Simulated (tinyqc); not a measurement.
# Fully depleted semiconductor-on-insulator film with two gates, non-linear Poisson equation by Newton steps: effects of single changes

One dimension across the film, front interface at x = 0, back interface at x = ts. psi is counted from the intrinsic level, n = ni exp(psi/Vt) (source grounded), holes neglected, acceptors ionised. Gates act through Cox = eps0 eox/tox and Cbox = 3.9 eps0/tb with potentials G1 = Vg - (phiM - chi - Vt ln(Nc/ni)) and G2 = Vb - (phiB - chi - Vt ln(Nc/ni)). Classical Boltzmann densities, no interface charge, no depletion in the back plane.

Values chosen for this exercise; band and dielectric values close to those of silicon: temperature T = 250 K; band gap Eg = 1.13 eV; relative permittivity eps_r = 11.5; conduction-band density of states at T Nc = 2.1e19 cm^-3; valence-band density of states at T Nv = 2e19 cm^-3; electron affinity chi = 4.06 eV; relative permittivity of the gate insulator (close to silicon dioxide) eox = 3.9; insulator thickness tox = 1.5 nm; film thickness ts = 5.6 nm; buried-oxide thickness (eps_r 3.9) tb = 8.3 nm; acceptor density of the film Na = 1e15 cm^-3; work function of the front gate phiM = 4.51 eV; work function of the back plane phiB = 5.11 eV; back-gate voltage Vb = 0 V.

Constants: q = 1.602176634e-19 C, kB = 1.380649e-23 J/K, Vt = kB T/q, eps0 = 8.8541878128e-14 F/cm where lengths are in cm. Results are converted to the units shown.

Each table varies one quantity; the others keep the values above.

## Charge against front-gate voltage

ni = sqrt(Nc Nv) exp(-Eg/(2 Vt)), Eg in volts. The Poisson equation eps0 eps_r d2psi/dx2 = q (n + Na), with -eps0 eps_r dpsi/dx = Cox (G1 - psi) at x = 0 and eps0 eps_r dpsi/dx = Cbox (G2 - psi) at x = ts, is solved on 300 equal intervals with half boxes at both ends; N_inv is the trapezoid sum of n. Swing = ln 10/(d ln N_inv/dVg); the last column is (dN_inv/dVb)/(dN_inv/dVg).

Result of one run:

| Vg (V) | psi front (V) | psi back (V) | N_inv (cm^-2) | centroid/ts | swing (mV/decade) | q dN_inv/dVg over Cox | back/front leverage |
|---|---|---|---|---|---|---|---|
| 0.75 | 0.581 | 0.370 | 1.87e12 | 0.0918 | 369 | 0.810 | 0.166 |

What becomes of these results when the front-gate voltage Vg is changed from 0.75 to 0.45 V, all else the same?

Result of the changed run:

| Vg (V) | psi front (V) | psi back (V) | N_inv (cm^-2) | centroid/ts | swing (mV/decade) | q dN_inv/dVg over Cox | back/front leverage |
|---|---|---|---|---|---|---|---|
| 0.45 | 0.431 | 0.260 | 2.84e9 | 0.126 | 58.8 | 0.00775 | 0.175 |

The whole series:

| Vg (V) | psi front (V) | psi back (V) | N_inv (cm^-2) | centroid/ts | swing (mV/decade) | q dN_inv/dVg over Cox | back/front leverage |
|---|---|---|---|---|---|---|---|
| 0.15 | 0.169 | 0.0476 | 2.14e4 | 0.173 | 58.8 | 5.82e-8 | 0.185 |
| 0.3 | 0.300 | 0.154 | 7.72e6 | 0.146 | 58.5 | 2.12e-5 | 0.179 |
| 0.45 | 0.431 | 0.260 | 2.84e9 | 0.126 | 58.8 | 0.00775 | 0.175 |
| 0.6 | 0.540 | 0.346 | 3.70e11 | 0.109 | 121 | 0.491 | 0.170 |
| 0.75 | 0.581 | 0.370 | 1.87e12 | 0.0918 | 369 | 0.810 | 0.166 |
| 0.9 | 0.601 | 0.378 | 3.71e12 | 0.0794 | 671 | 0.886 | 0.163 |
| 1.05 | 0.615 | 0.382 | 5.66e12 | 0.0703 | 988 | 0.918 | 0.161 |
| 1.2 | 0.625 | 0.384 | 7.66e12 | 0.0633 | 1.31e3 | 0.936 | 0.160 |
| 1.35 | 0.634 | 0.386 | 9.69e12 | 0.0577 | 1.64e3 | 0.948 | 0.159 |

N_inv passes 1e11 cm^-2 at Vg = 0.547 V. The swing starts at 58.8 mV a decade, against (1 + k) Vt ln 10 = 56.9 for a front channel with k = Cs Cbox/(Cox (Cs + Cbox)) = 0.147, Cs = eps0 eps_r/ts; above threshold this column is no longer a subthreshold swing. The centroid falls from 0.173 to 0.0577 of ts and the leverage of the back gate falls from 0.185 to 0.159. For Vg = 0.6, 0.75, 0.9, 1.05, 1.2, 1.35 the density at an interface exceeds 0.3 Nc, where Boltzmann statistics fail. In every row the classical centroid lies within 3 nm of an interface, where confinement, left out, would push it away.

## Threshold and coupling against the back-gate voltage

VT is the Vg for N_inv = 1e11 cm^-2; -dVT/dVb from the linearised equation. Limits with Cs = eps0 eps_r/ts: front channel Cs Cbox/(Cox (Cs + Cbox)), back channel Cbox (Cox + Cs)/(Cox Cs). Swing at N_inv = 1e8 cm^-2.

The same in every row: front-channel limit = 0.147; back-channel limit = 0.410.

Result of one run:

| Vb (V) | VT (V) | centroid/ts at VT | -dVT/dVb | swing (mV/decade) |
|---|---|---|---|---|
| -3 | 1.02 | 0.0286 | 0.153 | 57.2 |

What becomes of these results when the back-gate voltage Vb is changed from -3 to 0 V, all else the same?

Result of the changed run:

| Vb (V) | VT (V) | centroid/ts at VT | -dVT/dVb | swing (mV/decade) |
|---|---|---|---|---|
| 0 | 0.547 | 0.115 | 0.172 | 58.4 |

The whole series:

| Vb (V) | VT (V) | centroid/ts at VT | -dVT/dVb | swing (mV/decade) |
|---|---|---|---|---|
| -3 | 1.02 | 0.0286 | 0.153 | 57.2 |
| -2.25 | 0.907 | 0.0352 | 0.155 | 57.3 |
| -1.5 | 0.790 | 0.0458 | 0.157 | 57.4 |
| -0.75 | 0.671 | 0.0654 | 0.161 | 57.7 |
| 0 | 0.547 | 0.115 | 0.172 | 58.4 |
| 0.75 | 0.404 | 0.344 | 0.224 | 62.3 |
| 1.5 | 0.186 | 0.813 | 0.350 | 67.8 |
| 2.25 | -0.0931 | 0.923 | 0.385 | 68.9 |
| 3 | -0.386 | 0.952 | 0.394 | 69.3 |

As Vb goes from -3 to 3, VT falls from 1.02 to -0.386 V, the centroid rises from 0.0286 to 0.952 of ts and -dVT/dVb rises from 0.153 to 0.394. The coupling covers 2.34 % of the way from the front-channel to the back-channel limit in the first row and 94.1 % in the last. A positive back bias draws the electrons to the back interface, where the back gate has more leverage and the front gate less, so the swing worsens.

Range of the model: In so thin a film or at such density quantum confinement moves the charge away from the interfaces and raises the threshold.

Program tinyqc, `OMP_NUM_THREADS=1 python tinyqc.py 2190124 2190125 out.jsonl`; Intel Xeon 2.30GHz, shared host, one thread, about 0.7 s.
